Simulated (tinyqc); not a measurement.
# Planar ballistic transistor, top-of-the-barrier model: transfer curve

At the top of the source barrier, states moving towards the drain are filled by the source (Fermi level 0) and states moving back by the drain (Fermi level -q Vd); nothing scatters. U is the shift of the band edge there, set by the capacitances CG, CD and CS (the total) and by the charge. Parabolic two-dimensional band; the source is grounded.

N0 = gv m kB T/(pi hbar^2), CG = eps0 eox/tox, vT = sqrt(2 kB T/(pi m)), CS = CG/aG, n0 = n at U = 0 and Vd = 0. eta1 = -(E0 + U)/Vt, eta2 = eta1 - Vd/Vt, n = (N0/2)[F_0(eta1) + F_0(eta2)], F_0(x) = ln(1 + exp x). U = UL + q (n - n0)/CS with UL = -(aG Vg + aD Vd), energies in eV. I = q (N0/2) vT [F_(1/2)(eta1) - F_(1/2)(eta2)] per width, F_(1/2)(x) = (2/sqrt(pi)) int_0^infinity u^(1/2)/(1 + exp(u - x)) du. CQ = (q/Vt) dn/d(eta1).

Parameters, values chosen for the exercise; mass and valleys close to those of indium arsenide: temperature T = 300 K; effective mass m = 0.031 m0; valley degeneracy gv = 1; relative permittivity of the gate insulator eox = 3.9; insulator thickness tox = 2.5 nm; gate control CG/CS aG = 0.86; drain control CD/CS aD = 0.12; band edge at the barrier top above the source Fermi level at zero bias E0 = 0.25 eV; drain voltage Vd = 0.1 V.

Constants: q = 1.602176634e-19 C, kB = 1.380649e-23 J/K, hbar = 1.054571817e-34 J s, m0 = 9.1093837015e-31 kg, Vt = kB T/q, eps0 = 8.8541878128e-14 F/cm where lengths are in cm. Results are converted to the units shown.

Results:
```
Vg (V),eta1,n (cm^-2),I (uA/um),mean velocity I/(q n) (cm/s),CQ/CS
0,-9.206,1.716e7,0.008056,2.931e7,6.620e-5
0.11,-5.549,6.634e8,0.3117,2.932e7,0.002555
0.22,-1.974,2.227e10,10.63,2.980e7,0.08068
0.34,1.145,2.486e11,136.5,3.427e7,0.5298
0.45,3.310,6.358e11,376.7,3.698e7,0.8583
0.56,5.130,1.113e12,598.9,3.360e7,1.145
0.79,8.538,2.212e12,905.2,2.554e7,1.286
0.9,10.14,2.746e12,1015,2.307e7,1.291
```

Estimate the missing row, Vg = 0.67 V.

Computed row:
```
Vg (V),eta1,n (cm^-2),I (uA/um),mean velocity I/(q n) (cm/s),CQ/CS
0.67,6.783,1.632e12,764.0,2.921e7,1.258
```

With this row back in the table: The current rises from 0.00806 to 1010 uA/um. Between the first two rows the swing is 69.3 mV a decade, against Vt ln 10/aG = 69.2. CQ/CS goes from 6.6e-5 to 1.3, so a volt on the gate moves the band edge by 0.86 eV in the first row and 0.38 eV in the last. The mean velocity goes from 2.93e7 through a maximum of 3.70e7 (at Vg = 0.45 V among the rows listed) to 2.31e7 cm/s.

Computed by the program tinyqc: `OMP_NUM_THREADS=1 python tinyqc.py 2400092 2400093 out.jsonl`, one thread of a shared Intel Xeon 2.30GHz, about 0.01 s for the whole run.
